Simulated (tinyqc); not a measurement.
Decay of LO phonons and the hot-phonon bottleneck in the cooling of electrons: one step, computed by the program tinyqc.

n(E, T) = 1/(exp(E/(k_B T)) - 1) is the Bose occupation. Electrons have a temperature T_e; the LO modes within their reach share one occupation N; the decay products stay at the lattice temperature.

Task: Spontaneous emission time. Froehlich coupling alpha = (e^2/(4 pi eps_0)) (1/eps_inf - 1/eps_s) k_0/(2 hbar omega), k_0 = sqrt(m* hbar omega/(hbar^2/(2 m_0))); emission time tau_sp = hbar/(2 alpha hbar omega); bottleneck ratio r = (n/N_m) tau/tau_sp.

Inputs (values chosen for the exercise, modelled on indium phosphide): LO energy hbar omega = 42.9 meV; lattice temperature T = 300 K; electron mass m* = 0.0806 m_0; eps_inf = 9.44; static dielectric constant eps_s = 12.6; electron density n = 3.3e+18 1/cm^3; density of LO modes that the electrons reach, N_m = 5.5e+19 1/cm^3.

Decay channel: two unequal phonons (Ridley).

phonon lifetime tau = 3.332108 ps

Constants: e^2/(4 pi eps_0) = 14.39964548 eV angstrom; hbar^2/(2 m_0) = 3.80998212 eV angstrom^2; hbar = 6.582119569e-16 eV s.

Give: alpha; emission time tau_sp; bottleneck ratio r.

Result:

alpha = 0.1343

emission time tau_sp = 57.11 fs

bottleneck ratio r = 3.501

r compares the rate at which electrons exchange quanta with a mode to its decay rate. Exchange outruns decay, so a hot population builds up if the power is high enough.
